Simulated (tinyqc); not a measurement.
Worked calculation: six-band Luttinger-Kohn model with strain. Values are carried at full precision from step to step, so a last printed digit may differ when a step is redone from the rounded ones.

Constants: hbar^2/2m0 = 3.80998211 eV angstrom^2.

Values chosen for the exercise (near those of GaSb; not measured data):

| symbol | value | unit | meaning |
|---|---|---|---|
| C11 | 86.7 | GPa |  |
| C12 | 39 | GPa |  |
| C44 | 41.7 | GPa |  |
| load | uniaxial [001] |  | kind of stress |
| X | 1.87 | GPa | stress |
| Dso | 0.757 | eV | spin-orbit splitting |
| g1 | 13.46 |  | Luttinger gamma1 |
| g2 | 4.66 |  | gamma2 |
| g3 | 5.95 |  | gamma3 |
| av | 0.83 | eV | valence hydrostatic potential |
| b | -1.97 | eV | tetragonal shear potential |
| d | -4.72 | eV | trigonal shear potential |
| k | (-0.038, 0.034, 0) | 1/angstrom | wave vector |
| kmax | 0.04 | 1/angstrom | end of the path |

## Strain from a uniaxial [001] stress

s11 = (C11 + C12)/((C11 - C12)(C11 + 2 C12)), s12 = -C12/((C11 - C12)(C11 + 2 C12)), s44 = 1/C44; exx = s11 sxx + s12 (syy + szz) and cyclic, exy = s44 sxy/2; tension is positive. A uniaxial stress X along the unit vector n is s_ij = X n_i n_j.

s11, s12, s44 (1/TPa): 16.0001  -4.9642  23.9808

strain tensor:
```
           x          y         z
x  -0.009283   0.000000  0.000000
y   0.000000  -0.009283  0.000000
z   0.000000   0.000000  0.029920
```

The volume changes by +1.135 %; there is no shear in the cubic axes, so d does not enter.

## The terms P, Q, R, S at one k

P = c g1 k^2 - av tr(e); Q = c g2 (kx^2 + ky^2 - 2 kz^2) - (b/2)(exx + eyy - 2 ezz); R = c sqrt3 [-g2 (kx^2 - ky^2) + 2i g3 kx ky] + (sqrt3/2) b (exx - eyy) - i d exy; S = 2 c sqrt3 g3 (kx - i ky) kz - d (exz - i eyz); c = hbar^2/2m0, e the strain tensor (not engineering shear).

Form the four terms.

Terms (eV):

| term | from k | from strain |
|---|---|---|
| P | 0.13333 | -0.00942 |
| Q | 0.04616 | -0.07723 |
| R | -0.00886-0.10146i | 0.00000 |
| S | 0.00000 | 0.00000 |

## The Hamiltonian

Six-band Luttinger-Kohn model in the basis |3/2,3/2>, |3/2,1/2>, |3/2,-1/2>, |3/2,-3/2>, |1/2,1/2>, |1/2,-1/2>, electron energies, zero at the top of the unstrained valence band. H = -[rows: (P+Q, -S, R, 0, -S/r2, r2 R); (-S*, P-Q, 0, R, -r2 Q, r32 S); (R*, 0, P-Q, S, r32 S*, r2 Q); (0, R*, S*, P+Q, -r2 R*, -S*/r2); (-S*/r2, -r2 Q, r32 S, -r2 R, P+Dso, 0); (r2 R*, r32 S*, r2 Q, -S/r2, 0, P+Dso)], r2 = sqrt(2), r32 = sqrt(3/2). Levels are twofold.

Each term is the sum of its two parts.

H(k) (eV):
```
                 3/2,3/2         3/2,1/2        3/2,-1/2         3/2,-3/2          1/2,1/2        1/2,-1/2
3/2,3/2          -0.0928               0  0.0089+0.1015i                0                0  0.0125+0.1435i
3/2,1/2                0         -0.1550               0   0.0089+0.1015i          -0.0439               0
3/2,-1/2  0.0089-0.1015i               0         -0.1550                0                0          0.0439
3/2,-3/2               0  0.0089-0.1015i               0          -0.0928  -0.0125+0.1435i               0
1/2,1/2                0         -0.0439               0  -0.0125-0.1435i          -0.8809               0
1/2,-1/2  0.0125-0.1435i               0          0.0439                0                0         -0.8809
```

## Levels and their make-up

Diagonalise H. The weights add +m and -m and are averaged over each pair; m is taken along z.

levels from the top, each twofold (eV): 0.0056  -0.2270  -0.9073

weights:
```
               top  second  third
|3/2,+-3/2>  0.661   0.310  0.029
|3/2,+-1/2>  0.313   0.686  0.001
|1/2,+-1/2>  0.026   0.004  0.970
```

The top pair is 66 % |3/2,+-3/2>, the second pair is 69 % |3/2,+-1/2> and the third pair is 97 % |1/2,+-1/2>.

## Band edges at k = 0
Diagonalise H at k = 0. The weights add +m and -m (m along z) and are averaged over each pair.

edges from the top (eV): 0.0867  -0.0507  -0.7647

weights at k = 0:
```
               top  second  third
|3/2,+-3/2>  1.000   0.000  0.000
|3/2,+-1/2>  0.000   0.976  0.024
|1/2,+-1/2>  0.000   0.024  0.976
```

The stress splits the top two pairs by 137.3 meV, 5.31 times kT at 300 K (25.85 meV); the third lies 851.3 meV below the top, against Dso = 757 meV without stress.

## The edges in closed form

With R = S = 0: P = -av tr(e), Q = -(b/2)(exx + eyy - 2 ezz), W = sqrt(Dso^2 + 2 Dso Q + 9 Q^2); E(HH) = -P - Q, E(LH) and E(SO) = -P + (Q - Dso +/- W)/2. Without the coupling to the split-off band E(LH) = -P + Q.

P = -0.00942 eV
Q = -0.07723 eV
W = 0.71400 eV

E(HH), E(LH), E(SO) (eV): 0.0867  -0.0507  -0.7647

E(LH) without the coupling = -0.0678 eV

The heavy-hole edge is on top. The coupling raises the light-hole edge by 17.1 meV; to lowest order it is 2 Q^2/Dso = 15.8 meV, with |Q|/Dso = 0.10.

## Polarisation of the edge transitions

In the basis X, Y, Z times spin, H(k = 0) has -Dso/3 + l exx + m (eyy + ezz) on the diagonal (cyclic) and n exy off it, l = av + 2 b, m = av - b, n = sqrt(3) d. Spin-orbit term (Dso/3) L.sigma on X, Y, Z with (L_k)_ij = -i epsilon_kij: <X+|H|Y+> = -i Dso/3, <X+|H|Z-> = Dso/3, <Y+|H|Z-> = -i Dso/3, <Z+|H|X-> = -Dso/3, <Z+|H|Y-> = i Dso/3, <X-|H|Y-> = i Dso/3, and their conjugates; + and - are the spin along z. The strength of a transition to an s-like conduction level for light polarised along the unit vector u is the weight of the orbital ux X + uy Y + uz Z in the valence state, summed over spin and averaged over the pair.

strain block of X, Y, Z (eV):
```
         X        Y         Z
X  0.08665        0         0
Y        0  0.08665         0
Z        0        0  -0.14504
```

Relative strengths:

| polarisation | top | second | third |
|---|---|---|---|
| [100] | 0.500 | 0.243 | 0.257 |
| [010] | 0.500 | 0.243 | 0.257 |
| [001] | 0.000 | 0.514 | 0.486 |
| [110] | 0.500 | 0.243 | 0.257 |
| [1-10] | 0.500 | 0.243 | 0.257 |
| [111] | 0.333 | 0.333 | 0.333 |

The top pair is strongest for light along [100], [010], [110] and [1-10] (0.500) and weakest along [001] (0.000); without strain every direction has 1/3 on average over the fourfold top. For each polarisation the three pairs add up to 1.

## Hole masses at the edges

Curvature at k = 0: m/m0 = -2 c h^2/(E(h u) + E(-h u) - 2 E(0)) with h = 0.0002 1/angstrom along the unit vector u.

Hole masses (m0):

| direction | top | second | third |
|---|---|---|---|
| [110] | 0.055 | 0.092 | 0.088 |
| [1-10] | 0.055 | 0.092 | 0.088 |
| [100] | 0.055 | 0.092 | 0.088 |
| [001] | 0.242 | 0.054 | 0.056 |

Of the directions listed, the top pair is lightest along [110], [1-10] and [100] (0.055) and heaviest along [001] (0.242). These masses hold only for hole energies well below the splitting of 137 meV.

## Bands along [110] and [001]

Six points from 0 to kmax in each direction.

Levels (eV):

| direction | \|k\| (1/angstrom) | top | second | third | top, no stress | second, no stress |
|---|---|---|---|---|---|---|
| [110] | 0.000 | 0.0867 | -0.0507 | -0.7647 | 0.0000 | 0.0000 |
| [110] | 0.008 | 0.0823 | -0.0534 | -0.7675 | -0.0005 | -0.0060 |
| [110] | 0.016 | 0.0703 | -0.0624 | -0.7760 | -0.0021 | -0.0238 |
| [110] | 0.024 | 0.0534 | -0.0799 | -0.7909 | -0.0047 | -0.0527 |
| [110] | 0.032 | 0.0360 | -0.1091 | -0.8132 | -0.0083 | -0.0913 |
| [110] | 0.040 | 0.0212 | -0.1515 | -0.8446 | -0.0128 | -0.1378 |
| [001] | 0.000 | 0.0867 | -0.0507 | -0.7647 | 0.0000 | 0.0000 |
| [001] | 0.008 | 0.0856 | -0.0552 | -0.7690 | -0.0010 | -0.0055 |
| [001] | 0.016 | 0.0826 | -0.0685 | -0.7822 | -0.0040 | -0.0220 |
| [001] | 0.024 | 0.0776 | -0.0900 | -0.8049 | -0.0091 | -0.0489 |
| [001] | 0.032 | 0.0705 | -0.1188 | -0.8380 | -0.0162 | -0.0852 |
| [001] | 0.040 | 0.0614 | -0.1535 | -0.8828 | -0.0252 | -0.1298 |

## Checks

- Levels against the same model in the basis X, Y, Z times spin: they agree to 1e-10 or better.
- Closed-form edges against the diagonalisation: they agree to 1e-10 or better.

Program tinyqc; command `OMP_NUM_THREADS=1 python tinyqc.py 1080393 1080394 out.jsonl`; about 0.04 s on one thread of a shared Intel(R) Xeon(R) Processor @ 2.30GHz.
